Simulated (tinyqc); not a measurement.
Stillinger-Weber potential for a tetrahedral semiconductor. From one set of inputs to another, one input at a time. Computed by tinyqc, a small Python program. Command: `OMP_NUM_THREADS=1 python tinyqc.py 3009852 3009853 out.jsonl swsi ladder`. One thread of a shared host (Intel(R) Xeon(R) Processor @ 2.30GHz), about 0.07 s of CPU time with the checks.

With x = r/sigma: pair term eps A (B x^-4 - 1) exp(1/(x - a)); for each pair of neighbours j, k of atom i, three-body term eps lambda exp(gamma/(x_ij - a) + gamma/(x_ik - a)) (cos theta_jik + 1/3)^2; both vanish beyond x = a. A = 7.049556277, B = 0.6022245584, a = 1.8.

The inputs printed are set A. Set A is modelled on germanium; the values taken over come from a set modelled on silicon. Inputs not listed in the table keep their values of set A, so the rows need not describe a real material.

Inputs (values chosen for the exercise, modelled on germanium):
```
quantity                    value      unit
energy scale eps            1.926        eV
length scale sigma           2.16  angstrom
three-body strength lambda   31.9         -
gamma                         1.1         -
```

Constants: 1 eV/angstrom^3 = 160.2176634 GPa.

Method. All angles are tetrahedral, so only the pair term acts; its minimum lies at x = 2^(1/6) with depth eps, and second neighbours lie beyond the cut-off. a0 = 4 d/sqrt3; E = -2 eps per atom. Second derivatives of the energy per atom, volume a0^3/8: e_xx gives C11, e_xx = -e_yy gives 2 (C11 - C12), e_xy = e_yx = h/2 gives the unrelaxed C44(0). Under that shear the second sublattice shifts by u_z; minimising over u_z gives C44 = C44(0) - E_hu^2/(E_uu V) and Kleinman's zeta = |E_hu/E_uu|/(a0/4). The optical force constant is k = 4 E_uu, with M omega^2 = k at the zone centre.

Each row keeps all changes above it:
```
input moved                     from     to  C11 (GPa)  C12 (GPa)  internal strain zeta
set A                              -      -     164.92     40.857               0.39783
length scale sigma (angstrom)   2.16  2.109     177.17     43.893               0.39783
energy scale eps (eV)          1.926  2.096     192.81     47.767               0.39783
gamma                            1.1    1.2     168.10     60.125               0.50049
three-body strength lambda      31.9   20.2     141.70     73.325               0.63969
```

Which inputs carry the difference?

C11 goes from 165 to 142, a factor 0.859 in all. The largest single move comes from three-body strength lambda (a factor 0.843), and energy scale eps works against it (a factor 1.09). C12 goes from 40.9 to 73.3, a factor 1.79 in all. The largest single move comes from gamma (a factor 1.26). Internal strain zeta goes from 0.398 to 0.640, a factor 1.61 in all. The largest single move comes from three-body strength lambda (a factor 1.28). The single moves hold for this order of the switches; the total does not depend on the order.

Extremes, crossings and ranges named in words are read from the listed rows.
